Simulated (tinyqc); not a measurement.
Charge stability of a double quantum dot, constant-interaction model with a charge sensor: two steps of the calculation.

Capacitance matrix C = [[C1, -Cm], [-Cm, C2]], C1 = G1 + X1 + Cm + L1, C2 = G2 + X2 + Cm + L2. Gate charges n1 = (G1 V1 + X1 V2)/q, n2 = (X2 V1 + G2 V2)/q. The state (N1, N2) has U = (1/2) d^T E d with d = (N1 - n1, N2 - n2) and E = q^2 C^(-1). Leads at 0 V; no tunnel coupling, spin or level spacing. The sensor reads s1 <N1> + s2 <N2>.

Parameters, values chosen for the exercise:
```
symbol,value,unit,meaning
G1,11,aF,gate 1 to dot 1
G2,12,aF,gate 2 to dot 2
X1,2.3,aF,gate 2 to dot 1
X2,2.5,aF,gate 1 to dot 2
Cm,15,aF,between the dots
L1,62,aF,dot 1 to leads and ground
L2,57,aF,dot 2 to leads and ground
s1,0.75,,sensor weight of dot 1
s2,0.28,,sensor weight of dot 2
T,1.1,K,temperature
V1,13.8,mV,voltage of gate 1
V2,6.18,mV,voltage of gate 2
```

Constants: q = 1.602176634e-19 C, kB = 1.380649e-23 J/K, Vt = kB T/q. Results are converted to the units shown.

Question 1. Charging energies and lever arms. E = q^2 C^(-1) holds EC1, EC2 on the diagonal and ECm off it; the lever arms are A = C^(-1) [[G1, X1], [X2, G2]] (row: dot, column: gate).

Find: C; E; lever arms; gate charges.

Answer 1.

C (aF):
```
      1     2
1  90.3   -15
2   -15  86.5
```

E (meV):
```
       1      2
1  1.827  0.317
2  0.317  1.907
```

lever arms (eV/V):
```
        1       2
1  0.1304  0.0500
2  0.0515  0.1474
```

gate charges: n1 1.036, n2 0.678

ECm is 17.0 % of the geometric mean of EC1 and EC2.

Question 2. Energies and occupation of the charge states. U for N1, N2 = 0, 1, 2; p is proportional to exp(-U/kB T), normalised over these nine states.

E (meV):
```
           1          2
1  1.8269074  0.3168047
2  0.3168047  1.9071646
```

gate charges: n1 1.0361779, n2 0.6782024

Give: U; p; mean charges; sensor signal.

Answer 2.

```
state  U (meV)        p
(0,0)   1.6420  0.00000
(0,1)   0.9739  0.00009
(0,2)   2.2129  0.00000
(1,0)   0.4476  0.02398
(1,1)   0.0963  0.97586
(1,2)   1.6521  0.00000
(2,0)   1.0801  0.00003
(2,1)   1.0456  0.00004
(2,2)   2.9182  0.00000
```

mean charges: <N1> 0.99998, <N2> 0.97599
sensor signal = 1.0233

The ground state is (1,1), 0.351 meV (3.71 kB T) below (1,0).

Program tinyqc, `OMP_NUM_THREADS=1 python tinyqc.py 2470129 2470130 out.jsonl`; Intel Xeon 2.30GHz, shared host, one thread, about 0.01 s.
